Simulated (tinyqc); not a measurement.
Hall factor, magnetoresistance and optical conductivity for a power-law relaxation time: one step, computed by the program tinyqc. Command: `OMP_NUM_THREADS=1 python tinyqc.py 3006295 3006296 out.jsonl magneto walk`. One thread of a shared host (Intel(R) Xeon(R) Processor @ 2.30GHz), about 0.01 s of CPU time with the checks.

One spherical parabolic band, tau(E) = tau_0 x^s with x = E/(k_B T). Landau quantisation is left out.

Problem. Density and moments of tau. <y> = int y x^(3/2) f (1 - f) dx / int x^(3/2) f (1 - f) dx, f = 1/(1 + exp(x - eta)). Integrals over x = E/(k_B T) use 160 Gauss-Legendre points in u = sqrt(x) from 0 to sqrt(max(eta, 0) + 45). n = (2 m k_B T)^(3/2)/(3 pi^2 hbar^3) int x^(3/2) f (1 - f) dx; moments in units of tau_0.

Inputs (values chosen for the exercise, with a mass close to that of electrons in InAs):
```
quantity                 value  unit
effective mass m         0.022   m_0
exponent s               -0.25     -
reduced Fermi level eta    9.2     -
temperature T              300     K
```

Constants: m_0 = 9.1093837015e-31 kg; k_B = 1.380649e-23 J/K; hbar = 1.054571817e-34 J s.

Give: density n; <tau>/tau_0; <tau^2>/tau_0^2; <tau^3>/tau_0^3; <1/tau> tau_0.

Solution.

density n = 1.744e+18 1/cm^3

<tau>/tau_0 = 0.5694

<tau^2>/tau_0^2 = 0.3249

<tau^3>/tau_0^3 = 0.1858

<1/tau> tau_0 = 1.760
